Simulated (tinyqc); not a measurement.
# MOSFET in saturation, small-signal circuit and noise: effects of single changes

Bias by the inversion coefficient IC = I/Ispec (charge-based model with velocity saturation; weak inversion below 0.1, strong above 10). Common-source circuit: gm, gds, Cgs, Cgd and Cj at the inner nodes, Rg in series with the gate; quasi-static, no source or drain resistance, no gate-body capacitance, no substrate network, no induced gate noise, so fmax is an upper estimate.

Parameters, values chosen for the exercise: temperature T = 273 K; gate length L = 28 nm; total gate width W = 40 um; gate capacitance Cox = 0.97 uF/cm^2; mobility mu = 410 cm^2/(V s); slope factor n = 1.28; velocity-saturation length Ls = 10 nm; ratio gds/gm sg = 0.089; overlap and fringe capacitance per side Cov = 0.24 fF/um; drain junction capacitance Cj = 0.33 fF/um; sheet resistance of the gate Rsh = 20 ohm; finger width Wf = 0.5 um; gate contact and vertical resistance Rc = 100 ohm um; inversion coefficient IC = 10; short-channel excess of the noise factor gw = 0.05; oxide trap density Nt = 8.9e17 cm^-3 eV^-1; tunnelling length into the oxide lt = 0.1 nm; Coulomb scattering coefficient ac = 3000 V s/C.

Constants: q = 1.602176634e-19 C, kB = 1.380649e-23 J/K, Vt = kB T/q. Results are converted to the units shown.

Each table varies one quantity; the others keep the values above.

## Effect of the overlap and fringe capacitance per side on speed and noise

Ispec = 2 n mu Cox (W/L) Vt^2, lc = Ls/L, gms = [sqrt((lc IC + 1)^2 + 4 IC) - 1]/[2 + lc (lc IC + 1)], gm = gms Ispec/(n Vt), gds = sg gm. qs = [sqrt(1 + 4 IC) - 1]/2, Cgs = Cox W L qs (2 qs + 3)/(3 (qs + 1)^2) + Cov W, Cgd = Cov W, Cd = Cj W, Rg = Rsh (Wf/L)/(12 Nf) + Rc/W with Nf = W/Wf fingers (not rounded) contacted at both ends. fT = gm/(2 pi (Cgs + Cgd)), fmax = fT/(2 sqrt(Rg (gds + 2 pi fT Cgd))). Channel noise Sid = 4 kB T gam n gm with gam = (1/2 + (2/3) qs)/(1 + qs) + gw lc IC, qs = [sqrt(1 + 4 IC) - 1]/2, lc = Ls/L (the last term an empirical rise with velocity saturation); at the gate, white noise Sw = Sid/gm^2 + 4 kB T Rg. Number fluctuation with correlated mobility: S(f) = K/f, K = q^2 Vt lt Nt/(W L Cox^2) (1 + ac mu Cox I/gm)^2, Vt in eV with Nt per eV. Corner fc = K/Sw. IC is held fixed.

The same in every row: I (uA) = 8049; Rg (ohm) = 2.872; sqrt(Sw) (nV/Hz^0.5) = 0.5931; fc (MHz) = 2060.

Effect of the overlap and fringe capacitance per side on speed and noise:

| Cov (fF/um) | fT (GHz) | fmax (GHz) |
|---|---|---|
| 0.05 | 796.8 | 1954 |
| 0.15 | 442.7 | 898.2 |
| 0.25 | 306.5 | 587.2 |
| 0.35 | 234.4 | 436.7 |
| 0.45 | 189.7 | 347.7 |
| 0.55 | 159.4 | 288.9 |
| 0.65 | 137.4 | 247.1 |

What does the table show?

As Cov goes from 0.05 to 0.65 fF/um, fT falls from 797 to 137 GHz, fmax falls from 1950 to 247 GHz, the white noise stays at 0.593 nV/Hz^0.5 and the corner stays at 2060 MHz.

## From weak to strong inversion

Same model as above.

The last column is the figure of merit (gm/I) fT.

Result of one run:

| IC | I (uA) | gm/I (1/V) | fT (GHz) | fmax (GHz) | (gm/I) fT (THz/V) |
|---|---|---|---|---|---|
| 100 | 8.049e4 | 0.8968 | 440.8 | 715.7 | 0.3953 |

What becomes of these results when the inversion coefficient IC is changed from 100 to 3, all else the same?

Result of the changed run:

| IC | I (uA) | gm/I (1/V) | fT (GHz) | fmax (GHz) | (gm/I) fT (THz/V) |
|---|---|---|---|---|---|
| 3 | 2415 | 12.27 | 194.9 | 479.3 | 2.391 |

The whole series:

| IC | I (uA) | gm/I (1/V) | fT (GHz) | fmax (GHz) | (gm/I) fT (THz/V) |
|---|---|---|---|---|---|
| 0.01 | 8.049 | 32.82 | 2.178 | 51.63 | 0.07147 |
| 0.03 | 24.15 | 32.08 | 6.322 | 87.90 | 0.2028 |
| 0.1 | 80.49 | 29.92 | 19.09 | 152.4 | 0.5711 |
| 0.3 | 241.5 | 25.76 | 46.76 | 237.5 | 1.205 |
| 1 | 804.9 | 18.94 | 106.3 | 355.9 | 2.013 |
| 3 | 2415 | 12.27 | 194.9 | 479.3 | 2.391 |
| 10 | 8049 | 6.220 | 316.2 | 608.2 | 1.967 |
| 30 | 2.415e4 | 2.692 | 402.0 | 684.4 | 1.082 |
| 100 | 8.049e4 | 0.8968 | 440.8 | 715.7 | 0.3953 |

The efficiency gm/I falls from 32.8 to 0.897 1/V while fT rises from 2.18 to 441 GHz; fT goes as IC^(0.97) at the start and IC^(0.08) at the end (1/2 for a long channel, 0 at full velocity saturation, which sets in near IC = 1/lc^2 = 7.84). Their product goes from 0.0715 through a maximum of 2.39 (at IC = 3 among the rows listed) to 0.395 THz/V. For IC = 0.01 to 0.3 fmax exceeds 4 fT, where channel resistance and substrate losses, left out here, would cap it. At IC = 100 the current passes 1.5 mA/um, where series resistance and heating matter.

## Gains against frequency

Inner admittances at w = 2 pi f: y11 = i w (Cgs + Cgd), y12 = -i w Cgd, y21 = gm - i w Cgd, y22 = gds + i w (Cgd + Cd). Invert to Z, add Rg to Z11 and invert back to Y. |h21| = |Y21/Y11|; U = |Y21 - Y12|^2/(4 [Re Y11 Re Y22 - Re Y12 Re Y21]). MSG = |Y21/Y12|; stability factor k = [2 Re Y11 Re Y22 - Re(Y12 Y21)]/|Y12 Y21|.

The same in every row: f sqrt(U) (GHz) = 608.19.

Gains against frequency:

| f (GHz) | \|h21\| (dB) | U (dB) | MSG (dB) | k |
|---|---|---|---|---|
| 3.2 | 39.896 | 45.578 | 24.139 | 0.0074455 |
| 5.9 | 34.582 | 40.264 | 21.483 | 0.013727 |
| 11 | 29.172 | 34.853 | 18.777 | 0.025592 |
| 21 | 23.558 | 29.236 | 15.970 | 0.048846 |
| 39 | 18.188 | 23.860 | 13.285 | 0.090643 |
| 72 | 12.885 | 18.534 | 10.634 | 0.16690 |
| 140 | 7.1985 | 12.758 | 7.7906 | 0.32121 |
| 250 | 2.4176 | 7.7220 | 5.4001 | 0.55697 |

Read the table: what changes, and by how much?

Over the table |h21| falls by 19.8 dB a decade, U by 20.0 and MSG by 9.90. The product f sqrt(U) stays at 608 GHz, against fmax = 608 GHz from the formula. k stays below one in all rows, so the device is only conditionally stable.

Computed by the program tinyqc: `OMP_NUM_THREADS=1 python tinyqc.py 2150101 2150102 out.jsonl`, one thread of a shared Intel Xeon 2.30GHz, about 0.01 s for the whole run.
